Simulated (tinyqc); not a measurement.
Comparisons within one model: Brillouin zone and empty-lattice bands of the hcp structure. A value that a table varies takes the place of the one given here.

Primitive vectors a1 = a (1,0,0), a2 = a (-1/2, sqrt3/2, 0), a3 = (0,0,c); atoms at 0 and a1/3 + 2 a2/3 + a3/2. Reciprocal vectors obey a_i.b_j = 2 pi delta_ij; k is given in units of 2 pi/a. Empty-lattice levels are c0 (2 pi/a)^2 |k + G|^2, c0 = hbar^2/2m0. Points: M = (1/2, 1/(2 sqrt3), 0), K = (2/3, 0, 0), A = (0, 0, a/2c), L = M + A, H = K + A.

Constants: hbar^2/2m0 = 3.80998211 eV angstrom^2.

Inputs chosen for the exercise (out of a larger set: lattice near that of Zn; not measured data): a = 2.679 angstrom (lattice constant); ca = 1.84 (c/a).

## Electron counts at which the sphere reaches the zone

Z = V kF^3/(6 pi^2), V the volume of the primitive cell, with kF = |k| of each point.

Results:
```
point,|k| (2 pi/a),Z per atom,EF there (eV)
M,0.5774,1.285,6.986
K,0.6667,1.978,9.314
A,0.2717,0.134,1.548
L,0.6381,1.734,8.533
H,0.7199,2.491,10.862
```

The sphere first touches the zone at A, for Z = 0.134, and covers it at H, for Z = 2.491, while the zone itself holds 1 electron per atom. These counts do not depend on a, only on c/a. The face through A belongs to G = (0001), whose structure factor vanishes, so no first-order gap opens there.

## Empty-lattice bands from Gamma to M

k = f x M; the eight lowest levels, degenerate ones repeated.

Levels (eV):
```
f,1,2,3,4,5,6,7,8
0.000,0.00,6.19,6.19,24.76,24.76,27.94,27.94,27.94
0.167,0.19,6.38,6.38,23.48,24.95,24.95,25.81,25.81
0.333,0.78,6.97,6.97,19.40,24.06,24.06,25.54,25.54
0.500,1.75,7.94,7.94,15.72,21.91,21.91,22.70,22.70
0.667,3.10,9.29,9.29,12.42,18.61,18.61,21.73,21.73
0.833,4.85,9.51,11.04,11.04,15.70,15.70,21.15,21.15
1.000,6.99,6.99,13.18,13.18,13.18,13.18,20.96,20.96
```

Band 1 is the parabola f^2 x 6.99 eV. The next levels start from the first shell of G at 6.19 eV; a branch falls at first if its G has a component against k, and branches cross. The second level ends at 6.99 eV and meets band 1 at the zone surface.

## The axial ratio

a is rescaled so that the cell volume stays fixed; contacts Z = V kF^3/(6 pi^2) at M, at the (0002) plane (kF = a/c in 2 pi/a) and at the {10-11} planes (kF = sqrt(4/3 + (a/c)^2)/2).

Z per atom at contact:
```
c/a,{10-10} at M,(0002),{10-11}
1.467,1.024,1.686,1.604
1.591,1.111,1.433,1.639
1.602,1.118,1.413,1.643
1.648,1.151,1.336,1.659
1.659,1.158,1.318,1.663
1.688,1.178,1.273,1.673
1.768,1.234,1.161,1.704
```

The (0002) contact falls from 1.686 to 1.161 as c/a grows (as (c/a)^-2) while the {10-10} contact rises from 1.024 to 1.234; they cross at c/a = sqrt3 = 1.732. All three contacts lie below Z = 2, so the sphere of a divalent metal crosses all three sets of planes.

Program tinyqc; command `OMP_NUM_THREADS=1 python tinyqc.py 1880263 1880264 out.jsonl`; about 0.02 s on one thread of a shared Intel(R) Xeon(R) Processor @ 2.30GHz.
